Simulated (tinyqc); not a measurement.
MOS inversion layer, Poisson-Schroedinger loop: one step of the calculation.

Electrons confined at an insulator interface at z = 0, treated as a hard wall; parabolic valleys, Hartree approximation, no image or exchange terms. The depletion charge lies far deeper than the electrons and gives a uniform field q Nd/(eps0 eps_r); the gate balances all charge. Energies are counted from the band edge at the interface.

Problem. Fermi level and occupations. Level k holds N_k = D_k Vt ln(1 + exp((EF - E_k)/Vt)) with D = 2 md1 m0 q/(pi hbar^2) for the set A, D = 4 md2 m0 q/(pi hbar^2) for the set B per eV (spin included); EF is fixed by sum N_k = Ns.

Parameters, values chosen for the exercise; masses and permittivity close to those of silicon (100):

| symbol | value | unit | meaning |
|---|---|---|---|
| T | 200 | K | temperature |
| md1 | 0.187 | m0 | in-plane density-of-states mass of set A |
| md2 | 0.423 | m0 | in-plane density-of-states mass of set B |
| Ns | 8.3e12 | cm^-2 | sheet density of electrons |

Constants: q = 1.602176634e-19 C, kB = 1.380649e-23 J/K, hbar = 1.054571817e-34 J s, m0 = 9.1093837015e-31 kg, Vt = kB T/q. Results are converted to the units shown.

levels (eV): A1 0.09978286, A2 0.15963957, B1 0.16169341, B2 0.23464713

Give: EF; N_k.

Solution.

EF = 0.1333 eV
N_k (cm^-2): A1 5.594e12, A2 5.282e11, B1 2.143e12, B2 3.396e10

Numbers from tinyqc (`OMP_NUM_THREADS=1 python tinyqc.py 2160075 2160076 out.jsonl`; about 1 s on one thread of a shared Intel Xeon 2.30GHz).
